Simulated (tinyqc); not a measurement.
Body thickness for a wanted scale length.

Inverse problem. A double-gate structure has tan(pi ti/Lambda) tan(pi ts/(2 Lambda)) = ei/eps_r, both angles below pi/2. Find ts.

Inputs (values chosen for the exercise); permittivities: semiconductor made up, insulator close to that of hafnium oxide: relative permittivity of the semiconductor eps_r = 12.2; relative permittivity of the insulator ei = 21.6; insulator thickness ti = 3.8 nm.

Lambda = 12.219544 nm

Answer. The condition is explicit in ts: an arctangent, taken between 0 and pi/2.

ts = 6.800 nm

Program tinyqc, `OMP_NUM_THREADS=1 python tinyqc.py 2420095 2420096 out.jsonl`; Intel Xeon 2.30GHz, shared host, one thread, about 0.01 s.
